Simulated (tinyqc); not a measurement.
Comparisons within one model: band edges of strained Si(1-x)Ge(x) on relaxed Si(1-y)Ge(y). A value that a table varies takes the place of the one given here.

Values are linear in the Ge fraction but for ED(x) = linear - CD x (1 - x) and a(x) = linear - Ca x (1 - x). Energies are on the common scale of Ev.

Coherent growth on a (111) face: e_par = (a(y) - a(x))/a(x), e_perp = -(2 C11 + 4 C12 - 4 C44)/(C11 + 2 C12 + 4 C44) e_par; exx = eyy = ezz = (2 e_par + e_perp)/3 and exy = eyz = ezx = (e_perp - e_par)/3.

A valley with unit axis u lies at Ev + gap + (av + a_valley) tr(e) + Xu (u.e.u - tr(e)/3); the Delta axes are x, y, z and the L axes [111], [1-1-1], [-11-1], [-1-11]. The second-order shift of the Delta valleys under shear is left out; it lowers the pair normal to the sheared plane by tens of meV at a shear of 1 %.

Valence edges: Ev plus the levels of the 6 x 6 matrix of X, Y, Z times spin with -Dso/3 + l exx + m (eyy + ezz) on the diagonal (cyclic), n exy off it, l = av + 2 b, m = av - b, n = sqrt(3) d. Spin-orbit term (Dso/3) L.sigma on X, Y, Z with (L_k)_ij = -i epsilon_kij: <X+|H|Y+> = -i Dso/3, <X+|H|Z-> = Dso/3, <Y+|H|Z-> = -i Dso/3, <Z+|H|X-> = -Dso/3, <Z+|H|Y-> = i Dso/3, <X-|H|Y-> = i Dso/3, and their conjugates; + and - are the spin along z.

Coherent growth: e_par = (a(y) - a(x))/a(x). (001): e_perp = -2 (C12/C11) e_par; exx = eyy = e_par, ezz = e_perp, no shear. (111): e_perp = -(2 C11 + 4 C12 - 4 C44)/(C11 + 2 C12 + 4 C44) e_par; exx = eyy = ezz = (2 e_par + e_perp)/3 and exy = eyz = ezx = (e_perp - e_par)/3. (110): e_perp = -(C11 + 3 C12 - 2 C44)/(C11 + C12 + 2 C44) e_par; exx = eyy = (e_par + e_perp)/2, ezz = e_par, exy = (e_perp - e_par)/2, eyz = ezx = 0.

Values chosen for the exercise (end members near Si and Ge, in this order; not measured data):

| symbol | value | unit | meaning |
|---|---|---|---|
| a | (5.428, 5.651) | angstrom | lattice constant |
| Dso | (0.044, 0.293) | eV | spin-orbit splitting |
| av | (2.48, 1.25) | eV | valence hydrostatic potential |
| b | (-2.1, -2.52) | eV | tetragonal shear potential |
| d | (-4.8, -5.37) | eV | trigonal shear potential |
| C11 | (165, 127.9) | GPa |  |
| C12 | (64.1, 47.9) | GPa |  |
| C44 | (79.2, 67.3) | GPa |  |
| Ev | (0, 0.7) | eV | top of the unstrained valence band |
| ED | (1.149, 0.939) | eV | gap to the Delta valleys |
| EL | (1.984, 0.749) | eV | gap to the L valleys |
| aD | (1.68, 1.26) | eV | hydrostatic potential of the Delta gap |
| aL | (-2.92, -2.82) | eV | hydrostatic potential of the L gap |
| XuD | (9.5, 9.16) | eV | uniaxial potential, Delta |
| XuL | (16.68, 14.78) | eV | uniaxial potential, L |
| CD | 0.209 | eV | bowing of the Delta gap |
| Ca | 0 | angstrom | bowing of the lattice constant |
| face | 111 |  | growth face |
| y | 0.9 |  | Ge fraction of the relaxed buffer |
| x | 1 |  | Ge fraction of the layer |

## Composition of the layer

The buffer is kept. dEc = Ec(buffer) - Ec(layer), dEv = Ev(layer) - Ev(buffer); buffer edges Ev(y) and Ev(y) + min(ED, EL). The digit behind Delta or L counts whole valleys.

Results:

| x | e_par (%) | lowest valleys | gap (eV) | next valleys above (meV) | valence splitting (meV) | dEc (eV) | dEv (eV) |
|---|---|---|---|---|---|---|---|
| 0.35 | 2.23 | Delta6 | 0.932 | 31 | 241 | 0.103 | -0.163 |
| 0.44 | 1.86 | Delta6 | 0.930 | 30 | 195 | 0.088 | -0.146 |
| 0.54 | 1.45 | Delta6 | 0.930 | 22 | 147 | 0.065 | -0.123 |
| 0.63 | 1.08 | Delta6 | 0.932 | 8 | 105 | 0.039 | -0.099 |
| 0.72 | 0.72 | L1 | 0.923 | 12 | 67 | 0.020 | -0.071 |
| 0.81 | 0.36 | L1 | 0.901 | 37 | 32 | 0.010 | -0.038 |
| 1.00 | -0.39 | L3 | 0.733 | 71 | 31 | 0.061 | 0.079 |

The gap is 0.932 eV in the first row and 0.733 eV in the last, with its largest listed value, 0.932 eV, at x = 0.63. The lowest valleys change: Delta6 to L1 between x = 0.63 and 0.72, L1 to L3 between x = 0.81 and 1.00. Per 0.1 of x the valence offset moves by +37 meV on average; the conduction offset lies between +10 and +103 meV, not monotonically. Both carriers sit on one side for x = 1.00, and on opposite sides elsewhere. Offsets below about 30 meV are within the spread of parameter sets, so those rows do not settle the type. Strains above 2 % can be kept only in layers of a few nanometres.

## Composition of the buffer

The layer is kept. dEc = Ec(buffer) - Ec(layer), dEv = Ev(layer) - Ev(buffer); buffer edges Ev(y) and Ev(y) + min(ED, EL). The digit behind Delta or L counts whole valleys.

Results:

| y | e_par (%) | lowest valleys | gap (eV) | next valleys above (meV) | valence splitting (meV) | dEc (eV) | dEv (eV) |
|---|---|---|---|---|---|---|---|
| 0.45 | -2.17 | L3 | 0.661 | 142 | 120 | -0.090 | 0.432 |
| 0.53 | -1.85 | L3 | 0.673 | 149 | 110 | -0.057 | 0.369 |
| 0.61 | -1.54 | L3 | 0.686 | 156 | 98 | -0.022 | 0.306 |
| 0.69 | -1.22 | L3 | 0.699 | 163 | 83 | 0.017 | 0.244 |
| 0.76 | -0.95 | L3 | 0.710 | 169 | 68 | 0.052 | 0.189 |
| 0.84 | -0.63 | L3 | 0.723 | 113 | 48 | 0.096 | 0.126 |
| 0.92 | -0.32 | L3 | 0.736 | 56 | 25 | 0.049 | 0.063 |

The gap is 0.661 eV in the first row and 0.736 eV in the last. The lowest valleys are L3 throughout. Per 0.1 of y the valence offset moves by -79 meV on average; the conduction offset lies between -90 and +96 meV, not monotonically. Both carriers sit on one side for y = 0.69, 0.76, 0.84 and 0.92, and on opposite sides elsewhere. Offsets below about 30 meV are within the spread of parameter sets, so those rows do not settle the type. Strains above 2 % can be kept only in layers of a few nanometres.

## The same layer on three faces

dEc = Ec(buffer) - Ec(layer), dEv = Ev(layer) - Ev(buffer); buffer edges Ev(y) and Ev(y) + min(ED, EL). The digit behind Delta or L counts whole valleys.

Results:

| face | e_par (%) | lowest valleys | gap (eV) | next valleys above (meV) | valence splitting (meV) | dEc (eV) | dEv (eV) | Delta spread (meV) | L spread (meV) |
|---|---|---|---|---|---|---|---|---|---|
| (001) | -0.39 | L4 | 0.746 | 149 | 33 | 0.046 | 0.081 | 63 | 0 |
| (111) | -0.39 | L3 | 0.733 | 71 | 31 | 0.061 | 0.079 | 0 | 71 |
| (110) | -0.39 | L2 | 0.721 | 56 | 32 | 0.072 | 0.079 | 26 | 56 |

On (001) only the Delta valleys split (63 meV), on (111) only the L valleys (71 meV), on (110) both (26 and 56 meV). The lowest valleys are L4 on (001), L3 on (111) and L2 on (110); the smallest gap is 0.721 eV on (110) and the largest 0.746 eV on (001).

## What each parameter does

dEc = Ec(buffer) - Ec(layer), dEv = Ev(layer) - Ev(buffer); buffer edges Ev(y) and Ev(y) + min(ED, EL). Each row changes one parameter from the base and keeps the others.

Results:

| case | gap (eV) | valence splitting (meV) | dEc (eV) | dEv (eV) |
|---|---|---|---|---|
| base | 0.7329 | 31.3 | 0.0610 | 0.0786 |
| x = 0.97 | 0.7747 | 22.3 | 0.0429 | 0.0548 |
| y = 0.87 | 0.7281 | 39.9 | 0.0793 | 0.1021 |
| CD = 0.259 eV | 0.7329 | 31.3 | 0.0610 | 0.0786 |
| b = (-2.415, -2.898) eV | 0.7329 | 31.3 | 0.0610 | 0.0786 |
| C12 = (73.715, 55.085) GPa | 0.7312 | 32.3 | 0.0619 | 0.0794 |
| Dso = (0.051, 0.337) eV | 0.7329 | 31.6 | 0.0610 | 0.0786 |
| XuL = (19.182, 16.997) eV | 0.7303 | 31.3 | 0.0636 | 0.0786 |
| XuD = (10.925, 10.534) eV | 0.7329 | 31.3 | 0.0610 | 0.0786 |

The largest shifts from the base row, up to three for each result and ties (the steps differ in size, so this ranks the rows, not the parameters). gap (eV): x +0.0418, y -0.0048, XuL -0.0026; unchanged at the printed digits by CD, b, Dso and XuD. valence splitting (meV): x -9.0, y +8.6, C12 +1.0; unchanged at the printed digits by CD, b, XuL and XuD. dEc (eV): y +0.0183, x -0.0181, XuL +0.0026; unchanged at the printed digits by CD, b, Dso and XuD. dEv (eV): x -0.0237, y +0.0236, C12 +0.0008; unchanged at the printed digits by CD, b, Dso, XuL and XuD. The lowest valleys of the layer are L3, so among the conduction-band potentials only those of that family reach the gap and dEc; the buffer is unstrained. A shift large enough to swap the lowest family would change that.

tinyqc: `OMP_NUM_THREADS=1 python tinyqc.py 1081118 1081119 out.jsonl`; about 0.02 s, one thread, shared Intel(R) Xeon(R) Processor @ 2.30GHz.
